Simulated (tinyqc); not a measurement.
# Six-transistor SRAM cell, nodal equations and margins, step by step

Numbers from tinyqc (`OMP_NUM_THREADS=1 python tinyqc.py 2340139 2340140 out.jsonl`; about 0.2 s on one thread of a shared Intel Xeon 2.30GHz). Printed values are rounded.

Two cross-coupled inverters (pull-down bn, pull-up bp) hold the nodes Q and QB; access transistors (ba, threshold VTn, gate on the word line at Vdd when selected) join them to the bit lines. Transistor (EKV form, voltages against the body): I = 2 n b Vt^2 [F(vp - Vs) - F(vp - Vd)] from drain to source, F(v) = ln^2(1 + exp(v/(2 Vt))), vp = (Vg - VT + sg |Vd - Vs|)/n. n-channel bodies are at 0; for the p-channel device all voltages are counted down from Vdd. b in uA/V^2 gives I in uA. For an access transistor the bit line is the drain and the node the source. In a read both bit lines are at Vdd. The cell is symmetric (no mismatch).

Parameters, values chosen for the exercise:
```
symbol,value,unit,meaning
T,300,K,temperature
Vdd,0.4,V,supply voltage
n,1.18,,slope factor
sg,0.047,,drain-induced barrier lowering
VTn,0.42,V,n-channel threshold
VTp,0.32,V,p-channel threshold (magnitude)
bn,620,uA/V^2,gain factor of the pull-down transistor
ba,310,uA/V^2,gain factor of the access transistor
bp,280,uA/V^2,gain factor of the pull-up transistor
```

Constants: q = 1.602176634e-19 C, kB = 1.380649e-23 J/K, Vt = kB T/q. Results are converted to the units shown.

## Iteration 1: node voltages in a read by Newton steps

(Q, QB) at the start (V): Q 0.000000, QB 0.400000

F1 = In(gate QB, drain Q) - Ip(gate QB, drain Q) - Ia(bit line, Q), F2 the same with Q and QB exchanged; J by central differences with +/- 1e-6 V; solve J d = -F, limit each component to +/- 0.15 V and add.

F1, F2 (uA): [-0.228352, 0.000002]

J (uS):

|  | Q | QB |
|---|---|---|
| F1 | 15.2491 | 0.0007 |
| F2 | 0.0001 | 20.8559 |

(Q, QB) after iteration 1 (V): Q 0.014975, QB 0.400000

## Iteration 2: node voltages in a read by Newton steps

As before.

F1, F2 (uA): [-0.0378365, 0.0000008]

J (uS):

|  | Q | QB |
|---|---|---|
| F1 | 10.4412 | 2.4725 |
| F2 | 0.0001 | 17.3032 |

(Q, QB) after iteration 2 (V): Q 0.018599, QB 0.400000

## Course of the iteration: node voltages in a read by Newton steps

Stop when the largest change of (Q, QB) is below 1e-9 V, or after 30 iterations. The rule counts as met only at the stable state with Q low.

Course of the iteration:

| iteration | Q (V) | largest \|change\| of one entry (V) |
|---|---|---|
| 1 | 0.0149748 | 0.0150 |
| 2 | 0.0185986 | 3.62e-3 |
| 3 | 0.0187827 | 1.84e-4 |
| 4 | 0.0187831 | 4.52e-7 |
| 5 | 0.0187831 | 2.71e-12 |

Converged in 5 iterations. At the end the number of correct digits about doubles with each step.

## Read current and disturbance

(Q, QB) (V): Q 0.0187831, QB 0.400000

Iread = Ia(bit line at Vdd, source Q); cell ratio bn/ba; time to pull a bit line of 20 fF down by 0.1 V at that current.

Iread = 0.129204 uA
cell ratio = 2
time = 15479.5 ps

The read lifts the low node to 18.8 mV, against a balance point of 236 mV.

## The largest square in the read butterfly

| point | c (V) |
|---|---|
| 0 | 0.052 |
| 1 | 0.087 |
| 2 | 0.12 |
| 3 | 0.15 |
| 4 | 0.17 |
| 5 | 0.19 |
| 6 | 0.21 |

f(x) is the node voltage of one half-cell in a read for input x (In - Ip - Ia = 0). Static noise margin: side of the largest square between the curve (x, f(x)) and its mirror image (f(y), y); with h(c) the root x of f(x) - x = c, it is the maximum over c > 0 of h(c) - h(-c) + c.

| point | h(c) (V) | h(-c) (V) | side (V) |
|---|---|---|---|
| 0 | 0.233261 | 0.239280 | 0.045982 |
| 1 | 0.231169 | 0.243644 | 0.074525 |
| 2 | 0.228073 | 0.251594 | 0.096479 |
| 3 | 0.222369 | 0.262933 | 0.109436 |
| 4 | 0.215133 | 0.272228 | 0.112905 |
| 5 | 0.203573 | 0.282403 | 0.111170 |
| 6 | 0.187727 | 0.293126 | 0.104601 |

The maximum over c is 113.0 mV, the read margin; with the word line off (no Ia) the same construction gives 148.8 mV.
